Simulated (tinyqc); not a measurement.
Worked calculation: Finnis-Sinclair potential for a bcc metal: fit to cohesion and elasticity, then vacancy, surfaces and structure. Computed by tinyqc, a small Python program that keeps every step. Command: `OMP_NUM_THREADS=1 python tinyqc.py 3111779 3111780 out.jsonl fsfit walk`. One thread of a shared host (Intel(R) Xeon(R) Processor @ 2.30GHz), about 0.01 s of CPU time with the checks. Intermediate numbers are printed to about 6 digits and carried at full precision; extremes and crossings named in words are read from the listed rows.

E = (1/2) sum V(r) - A sqrt(rho), rho = sum phi(r), phi = (r - d)^2 for r < d, V = (r - c)^2 (c0 + c1 r + c2 r^2) for r < c. In bcc the 8 first neighbours lie at sqrt(3) a/2 and the 6 second at a; both cut-offs lie below the third shell; Omega = a^3/2; E is per atom and z the number of atoms in a shell. The four constants A, c0, c1, c2 are fitted to E_c, zero pressure, B and C12 - C44 alone, so C44 and C11 - C12 are not matched singly; defects are unrelaxed.

Inputs (values chosen for the exercise, modelled on tantalum):
```
quantity             value      unit
lattice constant a   3.306  angstrom
cohesive energy E_c   8.09        eV
target C11             263       GPa
target C12             161       GPa
target C44            80.2       GPa
density cut-off d/a   1.25         -
pair cut-off c/a     1.255         -
```

Constants: 1 eV/angstrom^3 = 160.2176634 GPa; 1 eV/angstrom^2 = 16.02176634 J/m^2.

## Density sums and the constant A

rho = sum z phi, rho1 = sum z r phi', rho2 = sum z r^2 phi''. At zero pressure the effective pair part V + 2 F' phi obeys C12 = C44, so C12 - C44 = F'' (rho1/3)^2/Omega with F'' = A/(4 rho^(3/2)); this gives A.

rho = 16.9900 angstrom^2

rho1 = -90.9401 angstrom^2

rho2 = 262.311 angstrom^2

A = 2.77755 eV/angstrom

## Three linear equations for c0, c1, c2

With v_k = (r - c)^2 r^k the rows are (1/2) sum z v_k, (1/2) sum z r v_k' and (1/2) sum z r^2 v_k''. With rho1 = sum z r phi' and rho2 = sum z r^2 phi'' the right-hand sides are: -E_c + A sqrt(rho) (cohesion); A rho1/(2 sqrt(rho)) (zero pressure); 9 B Omega + A [rho2/(2 sqrt(rho)) - rho1^2/(4 rho^(3/2))] with B = (C11 + 2 C12)/3.

matrix:
```
                   c0        c1        c2
cohesion        8.747    25.987    77.525
pressure      -46.177  -113.627  -269.162
bulk modulus  131.156   125.327  -287.500
```

right-hand side (eV): 3.359  -30.640  204.278

## Solution

Solve the three equations.

c0, c1, c2 (eV/angstrom^2, eV/angstrom^3, eV/angstrom^4): 2.67092  -0.99328  0.07493

## Elastic constants of the fitted potential

Second differences of E with strains of 1e-4: e_xx gives C11, (e_xx, e_yy) = (1, -1) gives 2 (C11 - C12), an engineering shear gives C44. B and C12 - C44 are fitted; the one combination left tests the choice of d.

C11 = 241.847 GPa

C12 = 171.576 GPa

C44 = 90.7763 GPa

error of C44 = 13.1875 %

error of C' = (C11 - C12)/2 = -31.1069 %

C44 comes out high and C' low: with B and C12 - C44 fixed, C44 + 2 C'/3 is fixed too, so the two errors have opposite signs.

## Unrelaxed vacancy

E_v = -A sum_shells z [sqrt(rho - phi(r)) - sqrt(rho)] - (1/2) sum z V(r): the neighbours lose one bond each, and the atom is put back in the bulk.

V at the two shells (eV): 0.729818  0.146504

phi at the two shells (angstrom^2): 1.61143  0.68310

vacancy energy E_v = 2.48796 eV

E_v/E_c = 0.307535

A pair potential would give E_v = E_c; the square root lowers the ratio to 0.31.

## Unrelaxed surfaces

An atom in layer i below the surface keeps only neighbours no higher than the top layer; gamma = sum_i (E_i + E_c)/(area per surface atom), with layer spacings a/2, a/sqrt2 and areas a^2, a^2/sqrt2 for (100) and (110).

Excess energy by layer (eV):
```
face    layer 1   layer 2  layer 3
(100)  1.193665  0.159265        0
(110)  0.791307  0.000000        0
```

gamma(100) = 1.98326 J/m^2

gamma(110) = 1.64046 J/m^2

gamma(100)/gamma(110) = 1.21.

## bcc against fcc

E of each lattice against the volume per atom, as a multiple of Omega; all neighbours inside the cut-offs are summed.

Energies (eV/atom):
```
V/Omega       bcc       fcc  fcc less bcc (meV)
0.80     -7.52658  -7.39787             128.716
0.84     -7.74778  -7.59605             151.725
0.88     -7.90703  -7.74545             161.586
0.92     -8.01260  -7.85534             157.261
0.96     -8.07156  -7.93367             137.889
1.00     -8.09000  -7.98495             105.054
1.05     -8.06405  -8.00268              61.362
1.10     -7.99182  -7.97373              18.093
1.20     -7.73742  -7.80144             -64.019
```

The lowest fcc row, at V/Omega = 1.05, lies +87 meV from the bcc minimum: the fit keeps bcc stable, though nothing in it asked for that.

Checks made by the program: B and C12 - C44 recovered (relative difference 2e-08).
